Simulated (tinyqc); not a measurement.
MP2 on RHF in the 6-31g basis, for H-, spin multiplicity 1, step by step. The basis has no diffuse functions, so it cannot describe the extra electron: this is an exercise in the method, not the real anion. Computed by tinyqc, a small Python program that keeps every step (integrals from PySCF). Settings: charge = -1, multiplicity = 1, basis = 6-31g, method = RHF, energy threshold = 1e-10, iteration cap = 59, orthogonalisation = symmetric, start = Wolfsberg-Helmholz matrix, DIIS depth = 6. Command: `OMP_NUM_THREADS=1 python tinyqc.py 26866 26867 out.jsonl` (the two numbers bound the seeds that draw the settings). One thread of a shared host (Intel(R) Xeon(R) Processor @ 2.60GHz), about 0.1 s of CPU time with the checks. The early iterations of the SCF are left out here.

## One-electron integrals

Geometry (angstrom):
```
atom,x,y,z
H,0.000000,0.000000,0.000000
```

Basis 6-31g: exponents (1/bohr^2) and contraction coefficients of normalised primitives:
```
element,l (shell),exponent,coefficient
H,s (1),18.731137,0.033495
H,s (1),2.825394,0.234727
H,s (1),0.640122,0.813757
H,s (2),0.161278,1.000000
```

Overlap, kinetic and nuclear-attraction integrals over the contracted functions; the nuclear repulsion is the sum of Za Zb / Rab.

nuclear repulsion = 0 hartree

overlap S:
```
,1H 1s,1H 2s
1H 1s,1.000000,0.658292
1H 2s,0.658292,1.000000
```

kinetic energy T (hartree):
```
,1H 1s,1H 2s
1H 1s,1.395678,0.259735
1H 2s,0.259735,0.241917
```

nuclear attraction V (hartree):
```
,1H 1s,1H 2s
1H 1s,-1.653231,-0.742311
1H 2s,-0.742311,-0.640851
```

core Hamiltonian H = T + V (hartree):
```
,1H 1s,1H 2s
1H 1s,-0.257552,-0.482576
1H 2s,-0.482576,-0.398935
```

## Two-electron integrals

Functions are numbered as in S; the eight-fold symmetry (ij|kl) = (ji|kl) = (kl|ij) leaves the list below.

Two-electron integrals (ij|kl) in chemists' order, unique and non-zero (hartree):
```
i,j,k,l,(ij|kl)
1,1,1,1,1.076566
2,1,1,1,0.578470
2,1,2,1,0.329423
2,2,1,1,0.587396
2,2,2,1,0.361304
2,2,2,2,0.453150
```

## Orthogonalisation

S = U s U^T; symmetric (Loewdin) form X = U s^(-1/2) U^T, so that X^T S X = 1.

eigenvalues of S: 0.341708  1.658292

X:
```
,1H 1s,1H 2s
1H 1s,1.243622,-0.467072
1H 2s,-0.467072,1.243622
```

## Starting guess

The start is the generalised Wolfsberg-Helmholz matrix (K = 1.75) built on H; D = 2 C_occ C_occ^T.

D at the start:
```
,1H 1s,1H 2s
1H 1s,0.246576,0.514955
1H 2s,0.514955,1.075442
```

## Iteration 9 (converged): orbitals

converged F (hartree):
```
,1H 1s,1H 2s
1H 1s,0.609643,-0.123666
1H 2s,-0.123666,0.101393
```

Diagonalise F' = X^T F X, C = X C', fill 1 alpha and 1 beta electrons from the bottom; D = 2 C_occ C_occ^T. Each column has its largest component positive (the first on a tie).

F' = X^T F X (hartree):
```
,1,2
1,1.108658,-0.631254
2,-0.631254,0.433477
```

orbital energies (hartree): MO1 0.055212, MO2 1.486923

coefficients C:
```
,MO1,MO2
1H 1s,0.238585,1.306840
1H 2s,0.826681,-1.039880
```

D after iteration 9:
```
,1H 1s,1H 2s
1H 1s,0.113846,0.394468
1H 2s,0.394468,1.366804
```

## Convergence

Stop when the energy changes by less than 1e-10 hartree and every element of the error matrix X^T (F D S - S D F) X is below 3e-06.

Course of the cycle:
```
iteration,E (hartree),change,largest element of the error matrix
1,-0.40337643,-,2.20e-01
2,-0.42217033,-1.88e-02,2.61e-02
3,-0.42244191,-2.72e-04,2.24e-04
4,-0.42244193,-1.63e-08,9.86e-05
5,-0.42244193,-2.29e-09,6.32e-05
6,-0.42244193,-7.32e-10,4.66e-05
7,-0.42244193,-3.24e-10,3.69e-05
8,-0.42244193,-5.45e-10,1.02e-07
9,-0.42244193,-4.00e-15,3.15e-10
```

PySCF RHF in the same basis = -0.42244193 hartree

Converged in 9 iterations.

## Populations

Mulliken: Z minus the diagonal of D S on the atom; Loewdin: the same with S^(1/2) D S^(1/2).

Charges (e):
```
atom,Mulliken,Loewdin
1H,-1.000000,-1.000000
```

## Integrals over molecular orbitals

(pq|rs) = sum C_ip C_jq C_kr C_ls (ij|kl), one index at a time.

one-electron integrals over orbitals h = C^T H C (hartree):
```
,1,2
1,-0.477654,-0.138978
2,-0.138978,0.440356
```

Two-electron integrals over orbitals (pq|rs), unique and non-zero (hartree):
```
p,q,r,s,(pq|rs)
1,1,1,1,0.532867
2,1,1,1,0.138978
2,1,2,1,0.136050
2,2,1,1,0.591309
2,2,2,1,0.243852
2,2,2,2,0.778941
```

## Second-order Moller-Plesset energy

Hartree-Fock energy = -0.42244193 hartree

E2 = sum_ijab (ia|jb) [2 (ia|jb) - (ib|ja)] / (e_i + e_j - e_a - e_b) over occupied i, j and virtual a, b; the opposite-spin part is (ia|jb)^2 / denominator, the rest is same-spin, and SCS-MP2 scales them by 6/5 and 1/3.

Terms:
```
i,j,a,b,(ia|jb),(ib|ja),denominator,term
1,1,2,2,0.136050,0.136050,-2.863421,-0.006464
```

Pair energies (hartree; pair i-j sums ij and ji):
```
pair,opposite spin,same spin
1-1,-0.006464,0.000000
```

MP2 correlation energy = -0.00646420 hartree

SCS-MP2 correlation energy = -0.00775705 hartree

MP2 total energy = -0.42890614 hartree
